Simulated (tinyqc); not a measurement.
## Tunnelling through a two-layer gate stack, WKB transmission and Tsu-Esaki current: effect of temperature

Electrons leave the emitter at x = 0. Energies E (motion across the layers) are in eV from the emitter Fermi level; the collector Fermi level lies at -V and offers states at every E. No charge in the dielectric and no image force: F1 = V/(t1 + t2 eps1/eps2), F2 = F1 eps1/eps2; U = phi1 - F1 x in layer 1 and phi2 - F1 t1 - F2 (x - t1) in layer 2. With C = hbar^2/(2 m0), kappa = sqrt(m (U - E)/C) where U > E and 0 elsewhere; T(E) = exp(-S), S = 2 times the integral of kappa over x.

Each layer adds (2/F) sqrt(m/C) [G(u at its left edge) - G(u at its right edge)] to S, with u = U - E (0 where negative) and G(u) = (2/3) u^1.5. J = J0 times the integral of T(E) N(E) dE, N = ln[(1 + exp(-E/Vt))/(1 + exp((-E - V)/Vt))], J0 = q^2 me m0 kB T/(2 pi^2 hbar^3) (times 1e-4 for A/cm^2 per eV), from E = -Ef to far above the barrier (T = 1 there), by quadrature converged to the digits shown.

Inputs (values chosen for the exercise); layer 1 close to silicon dioxide, layer 2 close to zirconium oxide: Fermi energy of the emitter above its band bottom Ef = 2.3 eV; emitter mass in the supply function me = 1 m0; barrier of layer 1 above the emitter Fermi level at zero bias phi1 = 3.2 eV; tunnelling mass of layer 1 m1 = 0.49 m0; thickness of layer 1 t1 = 0.9 nm; relative permittivity of layer 1 eps1 = 3.82; barrier of layer 2 at zero bias phi2 = 1.36 eV; tunnelling mass of layer 2 m2 = 0.25 m0; thickness of layer 2 t2 = 1.3 nm; relative permittivity of layer 2 eps2 = 25.6; voltage across the dielectric V = 0.3 V.

Constants: q = 1.602176634e-19 C, kB = 1.380649e-23 J/K, hbar = 1.054571817e-34 J s, m0 = 9.1093837015e-31 kg, Vt = kB T/q, hbar^2/(2 m0) = 0.0380998212 eV nm^2. Results are converted to the units shown.

Result of one run:
```
J (A/cm^2),mean E of the current (eV)
7.004,-0.3185
```

Which temperature T gave this result: 300, 400, 500 or 600 K?

T = 500 K.

The whole series:
```
T (K),J (A/cm^2),mean E of the current (eV)
50,6.538,-0.3494
100,6.552,-0.3485
200,6.605,-0.3449
300,6.696,-0.3388
400,6.828,-0.3300
500,7.004,-0.3185
600,7.232,-0.3037
750,7.692,-0.2744
```

Between 50 and 300 K the current changes by a factor of 1.02, and between 300 and 750 K by 1.15; the mean energy of the current rises from -0.349 to -0.274 eV. The transmission grows by a factor e over d = 0.199 eV near E = 0, equal to kB T/q at 2300 K: far below that temperature the thermal tail adds little.

Program tinyqc, `OMP_NUM_THREADS=1 python tinyqc.py 2540006 2540007 out.jsonl`; Intel Xeon 2.30GHz, shared host, one thread, about 0.04 s.
